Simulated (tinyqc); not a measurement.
Charge neutrality of a doped semiconductor with incomplete ionisation: one step, computed by the program tinyqc. Command: `OMP_NUM_THREADS=1 python tinyqc.py 3006288 3006289 out.jsonl dopant walk`. One thread of a shared host (Intel(R) Xeon(R) Processor @ 2.30GHz), about 0.03 s of CPU time with the checks.

Energies are counted from the top of the valence band; E_D is measured down from the conduction band and E_A up from the valence band.

Problem. Gap and effective densities of states. E_g = E_g0 - alpha T^2/(T + beta). N_c = 2 M_c (2 pi m_e k_B T/h^2)^(3/2) and N_v = 2 (2 pi m_h k_B T/h^2)^(3/2), masses in units of m_0. n_i = sqrt(N_c N_v) exp(-E_g/(2 k_B T)); E_i = E_g/2 + (k_B T/2) ln(N_v/N_c).

Inputs (values chosen for the exercise, modelled on silicon): gap at 0 K E_g0 = 1.17 eV; Varshni alpha = 0.000475 eV/K; Varshni beta = 649 K; electron mass m_e = 0.323 m_0; valleys M_c = 6; hole mass m_h = 0.831 m_0; temperature T = 350 K.

Doping: p-type, compensated. Statistics of the bands: Fermi-Dirac.

Constants: m_0 = 9.1093837015e-31 kg; k_B = 1.380649e-23 J/K; h = 6.62607015e-34 J s; k_B = 8.617333262e-05 eV/K.

Give: gap E_g; N_c; N_v; k_B T; intrinsic density n_i; intrinsic level E_i.

Solution.

gap E_g = 1.112 eV

N_c = 3.483e+19 cm^-3

N_v = 2.395e+19 cm^-3

k_B T = 0.03016 eV

intrinsic density n_i = 2.860e+11 cm^-3

intrinsic level E_i = 0.5502 eV
